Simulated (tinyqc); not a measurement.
Worked calculation: rapid thermal processing of a wafer: radiative balance, ramp and cooling, pattern effects, pyrometer error and spike budget. Computed by tinyqc, a small Python program that keeps every step. Command: `OMP_NUM_THREADS=1 python tinyqc.py 3110887 3110888 out.jsonl rtp walk`. One thread of a shared host (Intel(R) Xeon(R) Processor @ 2.30GHz), about 0.06 s of CPU time with the checks. Intermediate numbers are printed to about 7 digits and carried at full precision; extremes and crossings named in words are read from the listed rows.

The wafer is opaque and uniform through its thickness unless said otherwise; temperatures in formulas are in kelvin (C + 273.15). sigma = 5.670374419e-12 W/(cm^2 K^4).

Inputs (values chosen for the exercise, modelled on a hot silicon wafer): wafer thickness d = 775 micrometre; heat capacity per volume C = 2.11 J/(cm^3 K); thermal conductivity k = 0.29 W/(cm K); emissivity eps of each face = 0.58; reflectivity of the chamber walls r = 0.15; gas heat-transfer coefficient h, both faces together = 0.89 mW/(cm^2 K); wall temperature T_w = 350 K; process temperature = 1150 C; starting temperature = 450 C; ramp rate = 57 K/s; relative change of absorptivity over a pattern = 9.7 %; period of the pattern = 30 mm; pyrometer wavelength = 4.5 micrometre; error of the assumed emissivity = 7.7 %; activation energy of the process E_a = 2.7 eV.

Constants: k_B = 8.617333262e-05 eV/K; h = 6.62607015e-34 J s; c = 299792458 m/s; k_B = 1.380649e-23 J/K.

## Power to hold and to ramp

Effective emissivity between parallel grey plates: eps_eff = 1/(1/eps + 1/(1 - r) - 1). Loss per area q(T) = 2 eps_eff sigma (T^4 - T_w^4) + h (T - T_w). Absorbed power during a ramp = q(T) + C d x ramp rate; thermal time constant tau = C d/(dq/dT), dq/dT = 8 eps_eff sigma T^3 + h; natural cooling rate q/(C d); front-to-back difference under one-sided heating at the end of the ramp = (absorbed power) d/(2 k).

eps_eff = 0.5261473

holding power q = 25.34220 W/cm^2

power at the end of the ramp = 34.66313 W/cm^2

dq/dT = 69.68567 mW/(cm^2 K)

time constant tau = 2.346609 s

natural cooling rate = 154.9745 K/s

front-to-back difference = 4.631711 K

Radiation carries 96 % of the loss. The ramp needs 1.4 times the holding power.

## Cooling curve

Cooling with the lamps off: C d dT/dt = -q(T), integrated adaptively (relative tolerance 1e-10).

Lamps off at t = 0:
```
t (s)     T (C)  cooling rate (K/s)
0.23   1116.008            140.9932
0.47   1083.696            128.6088
0.94   1028.023            109.2230
1.60    962.848             89.4347
2.30    905.770             74.4498
3.50    827.637             57.1156
5.90    716.352             37.9139
9.40    609.990             24.5505
```

The rate falls from 155 K/s at t = 0 to 24.6 K/s in the last row.

## Thermal budget of a spike

Spike anneal: linear ramp to the peak, then lamps off. Equivalent time at the peak = int exp(-(E_a/k_B)(1/T - 1/T_peak)) dt; estimate (k_B T^2/E_a)(1/ramp rate + 1/cooling rate). The ramp part uses 4000 trapezoid steps, the cooling part 4000 steps over 4 tau. Time within 50 K of the peak from the same curves.

equivalent time, ramp = 1.042985 s

equivalent time, cooling = 0.4546639 s

equivalent time, total = 1.497649 s

estimate = 1.551169 s

time within 50 K of the peak = 1.223338 s

Cooling supplies 30 % of the budget.

## What a faster ramp buys

The formulas are those given above.

Against the ramp rate:
```
ramp (K/s)  ramp part (s)  cooling part (s)  total (s)  power at the peak (W/cm^2)
10               5.945013         0.4546639   6.399677                     26.9775
25               2.378005         0.4546639   2.832669                     29.4303
50               1.189003         0.4546639   1.643667                     33.5185
100              0.594501         0.4546639   1.049165                     41.6947
250              0.237801         0.4546639   0.692464                     66.2235
500              0.118900         0.4546639   0.573564                    107.1047
1000             0.059450         0.4546639   0.514114                    188.8672
```

From 10 to 100 K/s the total falls by a factor 6.1, from 100 to 1000 K/s by 2.04: the cooling part, 0.455 s, is a floor, and the natural cooling rate here is 155 K/s.

## Pattern effect

At steady state a sinusoidal change of absorbed power of relative amplitude a and period p gives the temperature amplitude a q/(dq/dT + k d (2 pi/p)^2); healing length l = sqrt(k d/(dq/dT)); process change = E_a dT/(k_B T^2). Emissivity is taken as unchanged.

healing length l = 5.679082 mm

amplitude without lateral conduction = 35.27545 K

amplitude = 14.60845 K

change of the process rate = 22.59923 %

Lateral conduction cuts the amplitude to 41 %, since p/(2 pi l) = 0.84.

## Pyrometer error

Signal proportional to eps/(exp(c2/(lambda T)) - 1), c2 = h c/k_B. If the assumed emissivity is too high by the given error, the reading T' solves (1 + error)/(exp(c2/(lambda T')) - 1) = 1/(exp(c2/(lambda T)) - 1). Wien estimate: T' - T = -lambda T^2 ln(1 + error)/c2. Process rates go as exp(-E_a/(k_B T)).

c2 = 14387.77 micrometre K

c2/(lambda T) = 2.246623

reading less true temperature = -40.96773 K

Wien estimate = -46.98981 K

rate at T over rate at T', less 1 = 92.04405 %

Caution: below about 600 C lightly doped silicon is partly transparent at this wavelength, so its emissivity is not yet the hot value early in the ramp.

Checks made by the program: cooling time against quadrature of C d dT/q (relative difference 3e-08).
